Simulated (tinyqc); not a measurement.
Inside a calculation. Method: Hueckel theory of the pi electrons, for the molecule Bc1cccc([CH2])c1C=O (SMILES; centres numbered as the heavy atoms are written). One step of it, computed by the program tinyqc.

Question. Energy, charges, bond orders. E = sum n x; q_r = z_r - P_rr; bond order p = P_rs; free valence = sqrt(3) - sum of p over the bonds of the atom.

x values: 2.273868  1.686809  1.291039  1.043021  0.120253  -0.382573  -0.921007  -1.346421  -1.495178  -2.269811

occupations: 2.000000  2.000000  2.000000  2.000000  1.000000  0.000000  0.000000  0.000000  0.000000  0.000000

charge and bond-order matrix P, lower triangle:
```
            1B         2C         3C         4C         5C         6C         7C         8C
1B    0.094125
2C    0.296765   0.988646
3C    0.191199   0.652246   0.916354
4C   -0.031392   0.027958   0.611080   0.973849
5C   -0.140237  -0.294781   0.085453   0.712612   0.912981
6C   -0.034718  -0.035257  -0.193249   0.024585   0.513318   0.980930
7C    0.012075  -0.032347  -0.062534  -0.160902   0.087119   0.674220   0.874986
8C    0.138201   0.571569  -0.033590  -0.231641   0.005415   0.461992   0.018825   0.994301
9C   -0.000148   0.104063  -0.119069  -0.080718   0.011815   0.072867  -0.179881   0.504220
10O  -0.065208  -0.186521   0.056934   0.124387  -0.013266  -0.125838   0.054043  -0.093747

           9C       10O
9C   0.723624
10O  0.722832  1.540203
```

Centres:
```
centre  z_r, pi electrons of the neutral centre          h
1B                                            0  -1.000000
2C                                            1   0.000000
3C                                            1   0.000000
4C                                            1   0.000000
5C                                            1   0.000000
6C                                            1   0.000000
7C                                            1   0.000000
8C                                            1   0.000000
9C                                            1   0.000000
10O                                           1   1.000000
```

Bonds:
```
i   j         k
1   2  0.700000
2   3         1
3   4         1
4   5         1
5   6         1
6   7         1
6   8         1
8   9         1
9  10         1
8   2         1
```

Give: pi energy = 9 alpha + this times beta; pi charges; Bond orders and lengths from R = 1.517 - 0.180 p; free valence of the carbons; gap between the highest filled and the next level.

Answer.

pi energy = 9 alpha + this times beta = 12.7097

pi charges: 1B -0.0941, 2C 0.0114, 3C 0.0836, 4C 0.0262, 5C 0.0870, 6C 0.0191, 7C 0.1250, 8C 0.0057, 9C 0.2764, 10O -0.5402

Bond orders and lengths from R = 1.517 - 0.180 p (angstrom, C-C alone):
```
bond       p       R
1-2   0.2968       -
2-3   0.6522  1.3996
3-4   0.6111  1.4070
4-5   0.7126  1.3887
5-6   0.5133  1.4246
6-7   0.6742  1.3956
6-8   0.4620  1.4338
8-9   0.5042  1.4262
9-10  0.7228       -
8-2   0.5716  1.4141
```

free valence of the carbons: 2C 0.2115, 3C 0.4687, 4C 0.4084, 5C 0.5061, 6C 0.0825, 7C 1.0578, 8C 0.1943, 9C 0.5050

gap between the highest filled and the next level = 0.5028 |beta|
